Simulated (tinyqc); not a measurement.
Doping: the thermoelectric optimum: Boltzmann transport in a parabolic band with a power-law relaxation time.

F_j(eta) = (1/Gamma(j + 1)) integral_0^infinity x^j dx/(1 + exp(x - eta)), which tends to exp(eta) for eta << 0.

n = N F_1/2(eta) with N = 2 (m kB T/(4 pi c))^(3/2) with c = hbar^2/2m0, in 1/angstrom^3; times 1e24 for 1/cm^3, m = md.

tau = tau0 x^r with x = E/kT. With K_j = Gamma(j + 1) F_j(eta): <tau> = tau0 (r + 3/2) K_(r+1/2)/((3/2) K_(1/2)); mu = <tau>/(mc m0/e), m0/e = 5.685630e-12 kg/C; Hall factor rH = (3/2) K_(1/2) (2r + 3/2) K_(2r+1/2)/((r + 3/2) K_(r+1/2))^2; Seebeck S = -(kB/e) [(r + 5/2) K_(r+3/2)/((r + 3/2) K_(r+1/2)) - eta]; Lorenz number L = (kB/e)^2 [(r + 7/2) K_(r+5/2)/((r + 3/2) K_(r+1/2)) - ((r + 5/2) K_(r+3/2)/((r + 3/2) K_(r+1/2)))^2]; kB/e in V/K. Valley anisotropy is left out of rH.

Constants: hbar^2/2m0 = 3.80998211 eV angstrom^2; kB = 8.617333262e-05 eV/K.

Values chosen for the exercise (masses near those of Si; tau0 is set for a mobility of the usual size at this n, kL is a free input; freeze-out and phonon drag, which matter near 77 K, are left out; not measured data): md = 1.05 m0 (density-of-states mass); mc = 0.2506 m0 (conductivity mass); tau0 = 22 fs (tau at E = kT); r = -0.5 (exponent of tau); T = 300 K; kL = 19 W/(m K) (lattice thermal conductivity).

tau0 is held fixed. sigma = e n mu with e = 1.602176634e-19 C; ZT = S^2 sigma T/(kL + L sigma T).

Results:
```
n (1/cm^3)    eta  mu (cm^2/(V s))  sigma (S/cm)     rH  S (microvolt/K)  L (1e-8)  S^2 sigma (mW/(m K^2))      ZT
3.0e+17     -4.50              116          5.57  1.177             -560     1.487                   0.175  0.0028
8.0e+17     -3.51              116          14.8  1.176             -476     1.491                   0.336  0.0053
3.0e+18     -2.16              114          54.9  1.170             -363     1.505                   0.724   0.011
8.0e+18     -1.11              111           143  1.159             -281     1.538                    1.13   0.018
2.0e+19     -0.04              106           338  1.136             -207     1.609                    1.45   0.023
3.0e+19      0.49              101           487  1.121             -176     1.663                    1.51   0.024
7.0e+19      1.84             89.0           998  1.081             -118     1.834                    1.38   0.021
3.0e+20      5.88             61.5      2.95e+03  1.021              -48     2.235                   0.678  0.0097
7.0e+20     10.51             47.1      5.28e+03  1.007              -27     2.371                   0.384  0.0051
```

Give the missing row, n (1/cm^3) = 1.0e+20.

Computed row:
```
n (1/cm^3)   eta  mu (cm^2/(V s))  sigma (S/cm)     rH  S (microvolt/K)  L (1e-8)  S^2 sigma (mW/(m K^2))     ZT
1.0e+20     2.56             82.6      1.32e+03  1.063              -96     1.930                    1.23  0.019
```

|S| falls by 197 microvolt/K from the first to the third row (198 a decade in the non-degenerate range; holes, which count near the intrinsic density, and non-parabolicity are left out). The power factor peaks at 3e+19 1/cm^3 of those listed (eta = 0.49, S = -176); ZT is largest at 3e+19 1/cm^3 (eta = 0.49). mu changes by a factor 0.41 over the table and rH goes from 1.177 to 1.007. A real tau0 would fall with doping.

Program tinyqc; command `OMP_NUM_THREADS=1 python tinyqc.py 1680214 1680215 out.jsonl`; about 0.01 s on one thread of a shared Intel(R) Xeon(R) Processor @ 2.30GHz.
